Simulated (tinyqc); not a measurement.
Depletion depth for a wanted scale length.

Inverse problem. A single-gate structure has eps_r tan(pi ti/Lambda) + ei tan(pi ts/Lambda) = 0 for its lowest mode, with both thicknesses below Lambda. Find ts.

Parameters, values chosen for the exercise; permittivities: semiconductor close to that of indium arsenide, insulator close to that of zirconium oxide:
```
symbol,value,unit,meaning
eps_r,15.1,,relative permittivity of the semiconductor
ei,25.4,,relative permittivity of the insulator
ti,11,nm,insulator thickness
```

Lambda = 23.497019 nm

Solution. The condition is explicit in ts: an arctangent, taken between 0 and pi.

ts = 13.0 nm

tinyqc, about 0.01 s, one thread, Intel Xeon 2.30GHz (shared host): `OMP_NUM_THREADS=1 python tinyqc.py 2420023 2420024 out.jsonl`
